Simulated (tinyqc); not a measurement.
Closing the gap: two-band tight binding of a puckered layer.

With X = kx ax/2 and Y = ky ay/2: h = t2 + 2 cos(Y) (t1 exp(iX) + t3 exp(-iX)) + t5 exp(2iX), d = 4 t4 cos(X) cos(Y), H = [[d, h], [h*, d]], E = d -/+ |h|.

Constants: hbar^2/2m0 = 3.80998211 eV angstrom^2.

Inputs chosen for the exercise (near a published set for monolayer black phosphorus; shifted at random, so the results belong to these values and not to a real crystal):
```
symbol  value   unit      meaning
ax      4.4     angstrom  period along x (armchair)
ay      3.34    angstrom  period along y (zigzag)
t1      -1.223  eV        along the zigzag
t3      -0.22   eV        second in the sheet
t4      -0.11   eV        same sublattice
t5      -0.051  eV        far across
```

t2 is lowered; h0 = t2 + 2 t1 + 2 t3 + t5, c = hbar^2/2m0. For h0 > 0 the gap is 2 h0 at Gamma. For h0 < 0 the bands touch at kx = 0, cos(Y) = -(t2 + t5)/(2 (t1 + t3)).

Against t2:
```
t2 (eV)  h0 (eV)  gap (eV)  electron mass along x (m0)  ky of the nodes (1/angstrom)
3.8        0.863     1.726                      0.1814                             -
3.6        0.663     1.326                      0.1539                             -
3.4        0.463     0.926                      0.1199                             -
3.2        0.263     0.526                      0.0771                             -
3.0        0.063     0.126                      0.0213                             -
2.8       -0.137     0.000                           -                        0.1852
2.6       -0.337     0.000                           -                        0.2923
2.4       -0.537     0.000                           -                        0.3712
```

What can be read from this table?

The gap closes at t2 = 2.937 eV. On the way the mass along x falls with the gap and tends to 2 c h0/chi^2 as it closes, while that along y stays. Beyond it two Dirac nodes move apart along the zigzag direction, to ky = +/-0.371 1/angstrom in the last row. The mass formula is c/(ex + gx + chi^2/(2 h0)) with chi = ax (t1 - t3 + t5), gx = -ax^2 ((t1 + t3)/4 + t5/2), ex = -t4 ax^2/2.

Program tinyqc; command `OMP_NUM_THREADS=1 python tinyqc.py 1482175 1482176 out.jsonl`; about 0.01 s on one thread of a shared Intel(R) Xeon(R) Processor @ 2.30GHz.
